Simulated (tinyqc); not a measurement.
Inside a calculation. Method: tight binding, kagome lattice. Computed by tinyqc, a small Python program that keeps every step. Settings: t1 = 1.62, t2 = 1.14, delta = 0, bands filled = 1. Command: `OMP_NUM_THREADS=1 python tinyqc.py 23182 23183 out.jsonl` (the two numbers bound the seeds that draw the settings). One thread of a shared host (Intel(R) Xeon(R) Processor @ 2.60GHz), about 0.01 s of CPU time with the checks.

## Bloch Hamiltonian at k

Parameters chosen for this model:
```
parameter     value                unit
t1         1.620000    eV, up triangles
t2         1.140000  eV, down triangles
delta             0        eV on site C
```

k point k (fractions of the reciprocal vectors): 0.20000  -0.13000

H_AB = -t1 - t2 exp(-i k.a1), H_AC = -t1 - t2 exp(-i k.a2), H_BC = -t1 - t2 exp(i k.(a1 - a2)), H_CC = delta.

H(k) at k (eV):
```
                   A                  B                  C
A            0.00000  -1.97228+1.08420i  -2.40038-0.83102i
B  -1.97228-1.08420i            0.00000  -1.07080-0.99899i
C  -2.40038+0.83102i  -1.07080+0.99899i            0.00000
```

## Levels at k

Diagonalise the Hermitian matrix.

eigenvalues (eV): -4.19944  1.43944  2.76000

weights |c|^2 of the basis functions:
```
    band 1   band 2   band 3
A  0.39473  0.00975  0.59551
B  0.28496  0.58826  0.12678
C  0.32031  0.40199  0.27771
```

## Bloch Hamiltonian at K

k point K (fractions of the reciprocal vectors): 0.33333  0.66667

As before.

H(k) at K (eV):
```
                   A                  B                  C
A            0.00000  -1.05000+0.98727i  -1.05000-0.98727i
B  -1.05000-0.98727i            0.00000  -1.05000+0.98727i
C  -1.05000+0.98727i  -1.05000-0.98727i            0.00000
```

## Levels at K

As before.

eigenvalues (eV): -2.10000  -0.66000  2.76000

weights |c|^2 of the basis functions:
```
    band 1   band 2   band 3
A  0.33333  0.33333  0.33333
B  0.33333  0.33333  0.33333
C  0.33333  0.33333  0.33333
```

## Bands along a path

The same steps at evenly spaced points between the labelled ones.

Bands along the path (eV):
```
k            band 1    band 2   band 3
G          -5.52000   2.76000  2.76000
G-K 0.20   -5.28882   2.52882  2.76000
G-K 0.40   -4.63818   1.87818  2.76000
G-K 0.60   -3.69374   0.93374  2.76000
G-K 0.80   -2.67373  -0.08627  2.76000
K          -2.10000  -0.66000  2.76000
K-M 0.20   -2.23423  -0.52577  2.76000
K-M 0.40   -2.48626  -0.27374  2.76000
K-M 0.60   -2.71483  -0.04517  2.76000
K-M 0.80   -2.86570   0.10570  2.76000
M          -2.91792   0.15792  2.76000
M-K' 0.20  -2.86570   0.10570  2.76000
M-K' 0.40  -2.71483  -0.04517  2.76000
M-K' 0.60  -2.48626  -0.27374  2.76000
M-K' 0.80  -2.23423  -0.52577  2.76000
K'         -2.10000  -0.66000  2.76000
```

With 1 band(s) filled, the highest filled level on these points lies at K' and the lowest empty one at K': a gap of 1.4400 eV, direct.
